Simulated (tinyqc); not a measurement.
## Gap voltage and exponent from three temperatures

Inverse problem. At constant current VBE(T) = Vg0 - a T - eta (kB T/q) ln T, where a is a constant. Find Vg0, eta and dVBE/dT at the middle temperature.

Constants: q = 1.602176634e-19 C, kB = 1.380649e-23 J/K. Results are converted to the units shown.

T (K): 233  330  390
VBE at a constant current (V): 0.7575746347  0.5445671117  0.4072560623

Answer. The relation is linear in Vg0, a and eta, so three points give a linear system; the slope is (VBE - Vg0 - eta kB T/q)/T. eta rests on the curvature of VBE(T) alone, so real fits need accuracy of some tens of microvolts or better.

Vg0 = 1.167 V
eta = 4.300
dVBE/dT = -2.257 mV/K

Computed by the program tinyqc: `OMP_NUM_THREADS=1 python tinyqc.py 2062093 2062094 out.jsonl`, one thread of a shared Intel Xeon 2.30GHz, about 0.03 s for the whole run.
